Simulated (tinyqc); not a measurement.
Slope factor and drain-induced lowering from three currents.

Problem. With source and body at 0 V, I = A exp((Vg + dd Vd)/(nf Vt)) (1 - exp(-Vd/Vt)). Find nf, the swing nf Vt ln 10 and dd.

Values chosen for this exercise: temperature T = 300 K.

Constants: q = 1.602176634e-19 C, kB = 1.380649e-23 J/K, Vt = kB T/q. Results are converted to the units shown.

currents at (Vg, Vd) = (0, 0.05), (0, 1) and (0.11, 1) V (nA/um): 0.082179217  0.70022126  12.411635

Answer. The pair at equal Vd gives nf; the pair at equal Vg, after dividing out the factors 1 - exp(-Vd/Vt), gives dd.

nf = 1.48
swing = 88.1 mV/decade
dd = 0.0800

Computed by the program tinyqc: `OMP_NUM_THREADS=1 python tinyqc.py 2242112 2242113 out.jsonl`, one thread of a shared Intel Xeon 2.30GHz, about 0.04 s for the whole run.
